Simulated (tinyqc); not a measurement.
# Metal gate on a two-layer dielectric stack with fixed charge and a dipole, step by step

Numbers from tinyqc (`OMP_NUM_THREADS=1 python tinyqc.py 2010023 2010024 out.jsonl`; about 0.01 s on one thread of a shared Intel Xeon 2.30GHz). Printed values are rounded.

Gate, layer 2, layer 1, p-type semiconductor; x runs from the gate inwards. Charges are counted in units of +q. psi is the band bending at the surface, positive towards inversion. Classical charge, Boltzmann statistics, no interface traps.

Values chosen for this exercise; band and dielectric values close to those of silicon, layer 1 close to silicon dioxide, layer 2 close to hafnium oxide: temperature T = 300 K; band gap Eg = 1.14 eV; relative permittivity eps_r = 11.5; conduction-band density of states at T Nc = 2.76e19 cm^-3; valence-band density of states at T Nv = 2.65e19 cm^-3; electron affinity chi = 4.11 eV; acceptor density Na = 6.3e17 cm^-3; work function of the gate metal pM = 4.74 eV; thickness of layer 1, next to the semiconductor t1 = 1.7 nm; relative permittivity of layer 1 e1 = 3.77; thickness of layer 2, next to the gate t2 = 4.4 nm; relative permittivity of layer 2 e2 = 22; fixed charge at the semiconductor interface Q1 = 2.3e11 cm^-2; fixed charge between the layers Q2 = 2.3e12 cm^-2; uniform charge density in layer 1 r1 = 4.9e18 cm^-3; uniform charge density in layer 2 r2 = 1.8e18 cm^-3; flat-band shift by a dipole layer between the layers Vd = 0 V; band bending psi of the working point ps = -0.08 V.

Constants: q = 1.602176634e-19 C, kB = 1.380649e-23 J/K, Vt = kB T/q, eps0 = 8.8541878128e-14 F/cm where lengths are in cm. Results are converted to the units shown.

Range of the model: At the working point ps the carrier density at the surface is 0.52 times the band density of states, where degeneracy and quantisation, left out here, matter.

## Equivalent thickness and work-function difference

EOT = 3.9 (t1/e1 + t2/e2), Cox = eps0/(t1/e1 + t2/e2); phi_ms = pM - (chi + Eg - Vt ln(Nv/Na)).

EOT = 2.538621 nm
Cox = 1.360240 uF/cm^2
share of layer 1 in the EOT = 69.27465 %
phi_ms = -0.4133347 V

## Flat-band voltage, term by term

EOT = 3.9 (t1/e1 + t2/e2), Cox = eps0/(t1/e1 + t2/e2); phi_ms = pM - (chi + Eg - Vt ln(Nv/Na)). Vfb = phi_ms + Vd - (q/eps0) [Q1 (t1/e1 + t2/e2) + Q2 t2/e2 + r1 (t1^2/(2 e1) + t1 t2/e2) + r2 t2^2/(2 e2)]: each charge counts with its electrical distance from the gate.

terms (V): phi_ms -0.4133347, dipole 0.0000000, Q1 -0.0270909, Q2 -0.0832376, r1 -0.0641312, r2 -0.0143313
Vfb = -0.6021257 V

Apart from phi_ms the largest term is that of Q2, -83.2 mV; all charges and the dipole together move Vfb by -189 mV.

## Threshold voltage

ni = sqrt(Nc Nv) exp(-Eg/(2 Vt)), Eg in volts, pB = Vt ln(Na/ni), Vth = Vfb + 2 pB + sqrt(4 q eps0 eps_r Na pB)/Cox.

ni = 7.186194e9 cm^-3
pB = 0.4728090 V
depletion charge = 0.4408812 uC/cm^2
Vth = 0.6676125 V

## Charge in the semiconductor

ni = sqrt(Nc Nv) exp(-Eg/(2 Vt)), Eg in volts. Qs = -sign(psi) sqrt(2 q eps0 eps_r Na Vt [exp(-u) + u - 1 + (ni/Na)^2 (exp(u) - u - 1)]), u = psi/Vt.

Qs = 0.3091263 uC/cm^2

The surface is accumulated.

## Fields and voltage drops

Gauss: D = -Qs just inside the semiconductor; going towards the gate subtract q Q1, then q r1 t1, q Q2 and q r2 t2. Field = D/(eps0 e); the drop over a layer is its mean field times its thickness; Vg = phi_ms + Vd + psi + both drops.

D, place layer 2, gate side to semiconductor surface (uC/cm^2): [-0.9748306, -0.8479383, -0.4794376, -0.3459763, -0.3091263]
field, place layer 2, gate side to semiconductor surface (MV/cm): [-0.500447, -0.435304, -1.436290, -1.036469, -0.303591]
drop over layer 2 = -0.2058652 V
drop over layer 1 = -0.2101845 V
Vg = -0.9093844 V

The same Vg follows from Vfb + psi - Qs/Cox. The largest field, 1.44 MV/cm in size, is at: layer 1, outer side.
